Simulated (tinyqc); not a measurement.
Gain for each load and current direction: deformation-potential model of the X valleys of a conduction band.

Valleys with axes along x, y and z, one whole valley each. Herring-Vogt shift of a valley with unit axis a: dE = Xd tr(e) + Xu a.e.a. Non-degenerate shares n_i = exp(-dE_i/kT)/sum_j exp(-dE_j/kT). Inverse mass tensor of a valley: (1 - a a)/mt + a a/ml; the masses are taken as independent of strain.

s11 = (C11 + C12)/((C11 - C12)(C11 + 2 C12)), s12 = -C12/((C11 - C12)(C11 + 2 C12)), s44 = 1/C44; exx = s11 sxx + s12 (syy + szz) and cyclic, exy = s44 sxy/2; tension is positive. A uniaxial stress X along the unit vector n is s_ij = X n_i n_j.

Constants: kB = 8.617333262e-05 eV/K.

Inputs chosen for the exercise (near those of AlAs; not measured data): ml = 1.074 m0 (longitudinal mass); mt = 0.203 m0 (transverse mass); Xd = 1.02 eV (dilation potential); Xu = 5.52 eV (uniaxial potential); C11 = 125.5 GPa; C12 = 53.6 GPa; C44 = 54.3 GPa; X1 = 1.5 GPa (size of the stress); T = 300 K (temperature).

Each load has the size X1. Gain m_c(0)/m_c - 1 in per cent from repopulation alone, m_c = 1/(u.M.u), M = sum_i n_i (inverse mass tensor); biaxial means sxx = syy.

Gain (%); + is tension, - compression:

| load | [100] | [010] | [001] | [110] | [1-10] | [111] |
|---|---|---|---|---|---|---|
| uniaxial [110] (+) | 27.2 | 27.2 | -54.4 | 27.2 | 27.2 | 0.0 |
| uniaxial [110] (-) | -15.7 | -15.7 | 31.4 | -15.7 | -15.7 | 0.0 |
| uniaxial [100] (+) | 36.4 | -18.2 | -18.2 | 9.1 | 9.1 | 0.0 |
| uniaxial [100] (-) | -71.6 | 35.8 | 35.8 | -17.9 | -17.9 | 0.0 |
| uniaxial [111] (+) | 0.0 | 0.0 | 0.0 | 0.0 | 0.0 | 0.0 |
| uniaxial [111] (-) | 0.0 | 0.0 | 0.0 | 0.0 | 0.0 | 0.0 |
| biaxial (001) (+) | 35.8 | 35.8 | -71.6 | 35.8 | 35.8 | 0.0 |
| biaxial (001) (-) | -18.2 | -18.2 | 36.4 | -18.2 | -18.2 | 0.0 |

What does the comparison show, and why?

The largest gain is +36.4 %, for uniaxial [100] (+) with the current along [100] and biaxial (001) (-) with the current along [001]; for a [110] channel it is +35.8 %, under biaxial (001) (+). No gain or loss appears under uniaxial [111]: the valleys stay equivalent (in real silicon shear also changes the masses, which this model leaves out).

Program tinyqc; command `OMP_NUM_THREADS=1 python tinyqc.py 1081046 1081047 out.jsonl`; about 0.03 s on one thread of a shared Intel(R) Xeon(R) Processor @ 2.30GHz.
